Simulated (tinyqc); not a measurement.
Debye-Callaway model of lattice thermal conductivity: one step, computed by the program tinyqc.

Three acoustic branches with one velocity v, cut at omega_D = k_B Theta/hbar; x = hbar omega/(k_B T). v and Theta are separate inputs: Theta cuts off the heat-carrying modes, so C need not reach 3 k_B/V. gamma is an effective value that sets the umklapp rate.

Task: The integrand on a coarse grid. Rates: point defects A omega^4; umklapp B omega^2 T exp(-Theta/(b T)) with B = hbar gamma^2/(M v^2 Theta). Boundaries: v/L. x runs in ten equal steps to min(Theta/T, 12); g = x^4 e^x/(e^x - 1)^2; tau_C is the inverse of all rates summed; the last column is c tau_C g with c = (k_B/(2 pi^2 v)) (k_B T/hbar)^3.

Inputs (values chosen for the exercise, modelled on gallium arsenide): sound velocity v = 3630 m/s; Debye temperature Theta = 355 K; mean atomic mass M = 72.3 u; effective Grueneisen parameter gamma = 2.44; umklapp exponent divisor b = 2; Casimir length L = 61 micrometre; temperature T = 600 K.

Sample: crystal. Point defects: isotopes. Normal processes: left out.

Rayleigh coefficient A = 4.511905e-45 s^3

Constants: k_B = 1.380649e-23 J/K; hbar = 1.054571817e-34 J s; u = 1.6605390666e-27 kg.

Give: Integrand.

Result:

Integrand:
```
x              g   tau_C (s)  c tau_C g (W/(m K))
0.05917  0.00350  9.2247e-11               30.151
0.11833  0.01399  2.3144e-11               30.232
0.17750  0.03142  1.0284e-11               30.181
0.23667  0.05575  5.7784e-12               30.087
0.29583  0.08688  3.6921e-12               29.959
0.35500  0.12471  2.5587e-12               29.802
0.41417  0.16910  1.8752e-12               29.616
0.47333  0.21991  1.4316e-12               29.402
0.53250  0.27695  1.1275e-12               29.162
0.59167  0.34003  9.0993e-13               28.897
```

Among these rows the integrand is largest at x = 0.12.
